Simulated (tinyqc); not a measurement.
Oxidation of curved silicon (wires and holes): cylindrical Deal-Grove kinetics with stress-retarded reaction: one step, computed by the program tinyqc.

Silicon fills r < a and oxide a < r < b. One volume of silicon gives 2.25 volumes of oxide, and the length is fixed.

Question. Rate at the start. Geometry: b^2 = b0^2 + 1.25 (a0^2 - a^2), b0 = a0 + x_i. Rate of oxide made per interface area: q = 1/[1/k + 2 a |ln(b/a)|/B], and |da/dt| = q/2.25. Reaction k = (B/A) exp(-sigma V_k/(k_B T)). New oxide pushes the old with radial speed u = 1.25 |da/dt| at r = a; the shear stress at radius r is s_c asinh(z a^2/r^2), z = 2 eta u/(a s_c) (Eyring flow), and the compressive normal stress at the interface is sigma = |int_a^b 2 s/r dr| = s_c |F(z) - F(z a^2/b^2)|, F(y) = int_0^y asinh(w)/w dw. q and sigma are solved together. 1 MPa angstrom^3 = 6.241509e-6 eV.

Inputs (values chosen for the exercise, close to those used for silicon in dry oxygen):
```
quantity                    value        unit
starting silicon radius a0     25          nm
starting oxide x_i              2          nm
critical shear stress s_c      44         MPa
activation volume V_k         5.9  angstrom^3
temperature T                1000           C
```

Shape: wire (convex).

B = 9072.642 nm^2/h

B/A = 63.12047 nm/h

low-stress viscosity eta = 8.826762e+13 Pa s

k_B T = 0.1097116 eV

Give: oxide radius b0; rate q without stress; normal stress sigma; factor on the reaction; rate q with stress.

Answer.

oxide radius b0 = 27 nm

rate q without stress = 61.47 nm/h

normal stress sigma = 53.68 MPa

factor on the reaction = 0.9821

rate q with stress = 60.40 nm/h
